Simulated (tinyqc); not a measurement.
Short-channel transistor, virtual-source model with series resistance: two steps of the calculation.

The current per gate width is the charge at the top of the source barrier (the virtual source) times its velocity times a saturation function; al and be are fitting constants of the model. Units: I in uA/um, Rs in ohm um, so I Rs = 1e-6 I Rs in volts; Q in uC/cm^2, so I = 1e-4 Q vx0 Fsat with vx0 in cm/s.

Parameters, values chosen for the exercise: temperature T = 300 K; inversion capacitance Cinv = 1.54 uF/cm^2; velocity at the virtual source vx0 = 6.44e6 cm/s; apparent mobility mu = 800 cm^2/(V s); channel length L = 65 nm; threshold at zero drain voltage VT0 = 0.41 V; drain-induced barrier lowering dl = 0.021 V/V; subthreshold factor n0 = 1.41; growth of n with drain voltage nd = 0.1 1/V; threshold shift (in units of Vt) from weak to strong inversion al = 3.5; sharpness of saturation be = 1.6; series resistance of each contact Rs = 200 ohm um; gate voltage Vgs = 0.9 V; drain voltage Vds = 0.9 V.

Constants: q = 1.602176634e-19 C, kB = 1.380649e-23 J/K, Vt = kB T/q. Results are converted to the units shown.

Question 1. Current through the series resistance. Intrinsic voltages Vg' = Vgs - I Rs, Vd' = Vds - 2 I Rs. n = n0 + nd Vd', VT = VT0 - dl Vd', Ff = 1/(1 + exp((Vg' - VT + al Vt/2)/(al Vt))), Q = Cinv n Vt ln(1 + exp((Vg' - VT + al Vt Ff)/(n Vt))), Vdsat = (vx0 L/mu)(1 - Ff) + Vt Ff, Fsat = u/(1 + u^be)^(1/be) with u = Vd'/Vdsat, and I(out) = Q vx0 Fsat per width. (Fsat takes the sign of u.) I(new) = I + 0.3 (I(out) - I).

I at the start = 0 uA/um

Give: Vg'; Vd'; VT; Ff; Q; Vdsat; Fsat; I(out); I after iteration 1.

Answer 1.

Vg' = 0.9000 V
Vd' = 0.9000 V
VT = 0.3911 V
Ff = 0.002184
Q = 0.7840 uC/cm^2
Vdsat = 0.05227 V
Fsat = 0.9935
I(out) = 501.6 uA/um
I after iteration 1 = 150.5 uA/um

Question 2. What the series resistance costs. n = n0 + nd Vd', VT = VT0 - dl Vd', Ff = 1/(1 + exp((Vg' - VT + al Vt/2)/(al Vt))), Q = Cinv n Vt ln(1 + exp((Vg' - VT + al Vt Ff)/(n Vt))), Vdsat = (vx0 L/mu)(1 - Ff) + Vt Ff, Fsat = u/(1 + u^be)^(1/be) with u = Vd'/Vdsat, and I = Q vx0 Fsat per width. I0 is the current for Rs = 0. Effective velocity I/Q; transit time L Q/I.

converged I = 415.55718 uA/um
I0 = 501.60840 uA/um

Wanted: loss against I0; effective velocity; transit time.

Answer 2.

loss against I0 = 17.155 %
effective velocity = 6.3821e6 cm/s
transit time = 1.0185 ps

The carriers leave the virtual source at 99.1 % of vx0: the device is in saturation.

Program tinyqc, `OMP_NUM_THREADS=1 python tinyqc.py 2380122 2380123 out.jsonl`; Intel Xeon 2.30GHz, shared host, one thread, about 0.01 s.
